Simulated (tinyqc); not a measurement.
Grain-boundary trapping model (Seto) of a polycrystalline semiconductor film: one step, computed by the program tinyqc.

Grains of equal size L are joined by thin boundaries with one trap level. Trapped carriers deplete a width W on each side and raise a barrier, crossed by thermionic emission. Dopants are fully ionised, statistics are non-degenerate and mu_g does not depend on T.

Task: Critical doping. If all traps fill, the grain is just depleted at N* = Q_t/L, with the barrier e Q_t L/(8 eps eps_0).

Inputs (values chosen for the exercise, modelled on polycrystalline ZnO): permittivity eps = 8.3; grain size L = 43 nm; trap density Q_t = 5.7e+11 1/cm^2.

Grain interior: resistance included.

Constants: e = 1.602176634e-19 C; eps_0 = 8.8541878128e-12 F/m; k_B = 8.617333262e-05 eV/K.

Give: N*; barrier at N* with all traps filled.

Result:

N* = 1.326e+17 1/cm^3

barrier at N* with all traps filled = 0.06679 V
